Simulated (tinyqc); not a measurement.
What moves the results: strained quantum well: band edges, subbands and transparency. A value that a table varies takes the place of the one given here.

Growth on (001), barriers unstrained: tr(e) = e (2 - nu2), Z = b e (1 + nu2); Ec = Ev + Eg + ac tr(e), E_HH = Ev + av tr(e) + Z, E_LH = Ev + av tr(e) - Z (coupling to the split-off band left out).

Masses along z: me, 1/(g1 - 2 g2) for HH, 1/(g1 + 2 g2) for LH, likewise in the barrier; in the plane me, 1/(g1 + g2) for HH and 1/(g1 - g2) for LH (no mixing, which understates the hole masses away from k = 0). Level n solves k L + 2 atan[(k/m)/(kappa/mb)] = n pi, k = sqrt(m E/c), kappa = sqrt(mb (V - E)/c), c = hbar^2/2m0.

Transparency (Bernard-Duraffourg): Fc - Fv equals the lowest transition energy with n = p, n = sum m/(2 pi c) kB T ln(1 + exp((Fc - E)/kB T)) and p likewise over the listed subbands; c = hbar^2/2m0, 1/angstrom^2 = 1e16/cm^2.

Constants: hbar^2/2m0 = 3.80998211 eV angstrom^2; kB = 8.617333262e-05 eV/K; hc = 1239.841984 eV nm.

Values chosen for the exercise (near those of an InGaAs/InP well; the results hold for these values, not for the real material):
- nu2 = 1.005 (2 C12/C11)
- Eg = 0.672 eV (unstrained gap of the well)
- Ev = -0.586 eV (its valence edge)
- ac = -5.96 eV
- av = 1.07 eV (Ev moves by av tr(e))
- b = -1.88 eV (shear potential)
- Egb = 1.348 eV (gap of the barrier)
- Evb = -0.94 eV (its valence edge)
- L = 92 angstrom (well width)
- me = 0.041 m0 (electron mass)
- g1 = 14.53 (gamma1)
- g2 = 5.8 (gamma2)
- meb = 0.08 m0
- g1b = 5.08
- g2b = 1.6
- T = 300 K (temperature)
- es = (-0.02, -0.014, -0.008, -0.003, 0, 0.003, 0.007, 0.012) (strains)
- e = -0.003 (strain in the plane)
- Ls = (25, 35, 50, 65, 85, 110, 150) angstrom (widths)

## Strain as a design knob

Only the strain is changed; the unstrained gap and the masses are kept.

Results:

| e (%) | wavelength (nm) | top hole | hh1 - lh1 (meV) | n_tr (1e12/cm^2) | share in top |
|---|---|---|---|---|---|
| -2.0 | 1575 | hh1 | 181 | 0.402 | 0.69 |
| -1.4 | 1610 | hh1 | 137 | 0.403 | 0.69 |
| -0.8 | 1647 | hh1 | 93 | 0.411 | 0.66 |
| -0.3 | 1679 | hh1 | 57 | 0.438 | 0.57 |
| 0.0 | 1699 | hh1 | 35 | 0.477 | 0.47 |
| 0.3 | 1720 | hh1 | 13 | 0.544 | 0.34 |
| 0.7 | 1790 | lh1 | -16 | 0.559 | 0.74 |
| 1.2 | 1934 | lh1 | -53 | 0.513 | 0.91 |

n_tr is largest at e = +0.7 % (0.56), where hh1 - lh1 = -16 meV and the top subband holds 74 % of the holes, and smallest, 0.40, at -2.0 and -1.4 %. The top hole level turns from hh to lh, and the light from TE to TM, between +0.3 and +0.7 %. The wavelength runs from 1575 to 1934 nm.

## Width of the well

All levels anew.

Results:

| L (angstrom) | wavelength (nm) | top hole | hh1 - lh1 (meV) | n_tr (1e12/cm^2) | share in top | n_tr/L (1e18/cm^3) |
|---|---|---|---|---|---|---|
| 25 | 1331 | hh1 | 119 | 0.341 | 0.97 | 1.36 |
| 35 | 1434 | hh1 | 104 | 0.346 | 0.94 | 0.99 |
| 50 | 1539 | hh1 | 86 | 0.362 | 0.85 | 0.72 |
| 65 | 1606 | hh1 | 72 | 0.387 | 0.74 | 0.60 |
| 85 | 1664 | hh1 | 60 | 0.425 | 0.61 | 0.50 |
| 110 | 1709 | hh1 | 50 | 0.472 | 0.49 | 0.43 |
| 150 | 1748 | hh1 | 41 | 0.557 | 0.37 | 0.37 |

The wavelength tunes by 418 nm. The sheet density at transparency changes from 0.34 to 0.56, the top hole subband holding 0.97 and 0.37 of the holes at the ends, while the volume density falls by a factor 3.7. Critical thickness and carrier escape are left out.

## What each parameter does

Edge wavelength, hh1 - lh1 and n_tr. Each row changes one parameter from the base and keeps the others.

Results:

| case | wavelength (nm) | hh1 - lh1 (meV) | n_tr (1e12/cm^2) |
|---|---|---|---|
| base | 1679.1 | 56.9 | 0.438 |
| L = 102 angstrom | 1696.9 | 53.0 | 0.457 |
| e = -0.005 | 1665.9 | 71.6 | 0.423 |
| Eg = 0.652 eV | 1723.5 | 56.9 | 0.438 |
| b = -2.16 eV | 1682.9 | 60.2 | 0.434 |
| ac = -5.36 eV | 1683.0 | 56.9 | 0.438 |
| me = 0.0451 m0 | 1683.1 | 56.9 | 0.463 |
| g1 = 15.4 | 1674.6 | 55.4 | 0.419 |
| T = 340 K | 1679.1 | 56.9 | 0.518 |

The largest shifts from the base row, up to three for each result and ties (the steps differ in size, so this ranks the rows, not the parameters). wavelength (nm): Eg +44.3, L +17.8, e -13.2; unchanged at the printed digits by T. hh1 - lh1 (meV): e +14.6, L -3.9, b +3.3; unchanged at the printed digits by Eg, ac, me and T. n_tr (1e12/cm^2): T +0.080, me +0.025, g1 -0.019, L +0.019; unchanged at the printed digits by Eg and ac.

Computed by tinyqc, a small Python program: `OMP_NUM_THREADS=1 python tinyqc.py 1250948 1250949 out.jsonl` (the numbers bound the seed that draws the inputs); one thread of a shared host (Intel(R) Xeon(R) Processor @ 2.30GHz), about 0.01 s for the whole set of steps.
